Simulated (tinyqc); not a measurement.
Against the doping: grain-boundary trapping model (Seto) of a polycrystalline semiconductor film. Computed by tinyqc, a small Python program. Command: `OMP_NUM_THREADS=1 python tinyqc.py 3007935 3007936 out.jsonl poly walk`. One thread of a shared host (Intel(R) Xeon(R) Processor @ 2.30GHz), about 0.01 s of CPU time with the checks.

Grains of equal size L are joined by thin boundaries with one trap level. Trapped carriers deplete a width W on each side and raise a barrier, crossed by thermionic emission. Dopants are fully ionised, statistics are non-degenerate and mu_g does not depend on T.

Inputs (values chosen for the exercise, modelled on polycrystalline silicon):
```
quantity                                     value    unit
permittivity eps                              11.7       -
effective mass m                              0.43     m_0
effective density of states at 300 K, N_c  2.1e+19  1/cm^3
grain size L                                   420      nm
trap density Q_t                           2.1e+12  1/cm^2
trap level E_t below the band edge            0.52      eV
temperature T                                  300       K
```

Grain interior: neglected.

Constants: e = 1.602176634e-19 C; eps_0 = 8.8541878128e-12 F/m; k_B = 8.617333262e-05 eV/K; m_0 = 9.1093837015e-31 kg; k_B = 1.380649e-23 J/K.

Method:
- If all traps fill, the grain is just depleted at N* = Q_t/L, with the barrier e Q_t L/(8 eps eps_0).
- N_c(T) = N_c (T/300 K)^(3/2). Filled traps Q = Q_t/(1 + (1/2) exp((E_t* - E_F)/k_B T)), where E_t* = e V_B - E_t and E_F are counted from the band edge at the grain centre. Partial depletion: Q = 2 N W, V_B = e N W^2/(2 eps eps_0), E_F = k_B T ln(N/N_c); solve for W. If that W would exceed L/2 the grain is fully depleted: W = L/2, Q = N L, and E_F follows from the trap equation. Centre density n_0 = N_c exp(E_F/k_B T).
- Boundary: sigma_b = L e^2 n_0 exp(-e V_B/k_B T)/sqrt(2 pi m k_B T); rho = 1/sigma_b. Mean carrier density n_av = n_0 [(1 - 2W/L) + (2W/L) (sqrt(pi)/2) erf(y)/y], y = sqrt(e V_B/k_B T); effective mobility 1/(e n_av rho).

N* = 5.00e+16 1/cm^3

The same film:
```
N (1/cm^3)  W (nm)  V_B (V)  mean density (1/cm^3)  mobility (cm^2/(V s))  rho (ohm cm)
1.50e+15    210.00  0.05115             2.5934e+09             1.5341e+03    1.5688e+06
5.00e+15    210.00  0.17051             5.4150e+11             2.6395e+01    4.3669e+05
1.20e+16    201.32  0.37610             3.1689e+15             1.2131e-02    1.6237e+05
2.50e+16    140.50  0.38163             1.2132e+16             5.3301e-03    9.6523e+04
4.00e+16    111.40  0.38388             2.3661e+16             4.0084e-03    6.5810e+04
6.00e+16     91.02  0.38440             3.9971e+16             3.4881e-03    4.4767e+04
1.00e+17     70.24  0.38150             7.4269e+16             3.4997e-03    2.4013e+04
2.00e+17     48.00  0.35639             1.6519e+17             8.3133e-03    4.5449e+03
5.00e+17     21.00  0.17050             4.6725e+17             9.7476e+00    1.3704e+00
2.00e+18      5.25  0.04263             1.9821e+18             1.2929e+03    2.4355e-03
```

What follows from these numbers?

The barrier peaks among these rows at N = 6.0e16 (0.384 V) and the mobility has its minimum at 6.0e16; N* is 5.0e16. While the grain is fully depleted (W = L/2) V_B grows as N; once all traps are filled it falls as 1/N (last exponent -1.00). From 1.2e16 to 2.0e17 it is pinned, because the trap level has met E_F and the traps fill only in part. Partly depleted rows (W < L/2) with e V_B below 2 k_B T stretch the depletion approximation. Where the barrier is low the mobility is too high, because scattering inside the grains is left out. rho drops most steeply, as N^-8.8, between 2.0e17 and 5.0e17.

Extremes, crossings and ranges named in words are read from the listed rows.
